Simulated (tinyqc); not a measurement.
Which pair of peaks is best: composition and strain of an epitaxial Si(1-x)Ge(x) layer from Raman and X-ray peaks. Computed by tinyqc, a small Python program. Command: `OMP_NUM_THREADS=1 python tinyqc.py 3025336 3025337 out.jsonl epiraman walk`. One thread of a shared host (Intel(R) Xeon(R) Processor @ 2.30GHz), about 0.01 s of CPU time with the checks.

A (001) layer, biaxially strained in the plane. The Raman peaks follow empirical lines omega = w0 + c1 x + c3 x^3 + b eps (c3 for Si-Ge alone), with eps the in-plane strain.

Inputs (values chosen for the exercise, modelled on silicon-germanium):
```
quantity                     value  unit
Ge fraction x                 0.55     -
Si-Si: c1                    -68.6  1/cm
Si-Si: strain coefficient b   -680  1/cm
Si-Ge: c1                     23.5  1/cm
Si-Ge: c3                    -33.4  1/cm
Si-Ge: strain coefficient b   -553  1/cm
Ge-Ge: c1                     19.6  1/cm
Ge-Ge: strain coefficient b   -456  1/cm
uncertainty of a Raman peak    0.3  1/cm
```

Substrate: germanium.

Method. For each pair invert J = [d omega/dx, d omega/d eps] at the true x. Independent errors of the given size in both peaks give sigma_x and sigma_eps = uncertainty x (norm of the rows of the inverse of J).

Error propagation:
```
pair                det J    sigma_x  sigma_eps (per mille)
Si-Si and Si-Ge  33.30466  0.0078951                0.62097
Si-Si and Ge-Ge   44.6096  0.0055060                0.47980
Si-Ge and Ge-Ge    13.944   0.015420                0.44641
```

What follows from these numbers?

The pair Si-Si and Ge-Ge fixes x best (sigma_x = 0.0055) and Si-Ge and Ge-Ge worst (0.015), a factor 2.8. Strain moves all peaks the same way, so a good pair needs different ratios of composition slope to strain coefficient, best of opposite sign; the slopes here are -68.6, -6.8 and 19.6 per cm for Si-Si, Si-Ge and Ge-Ge. Errors in the coefficients themselves are not counted.

Extremes, crossings and ranges named in words are read from the listed rows.
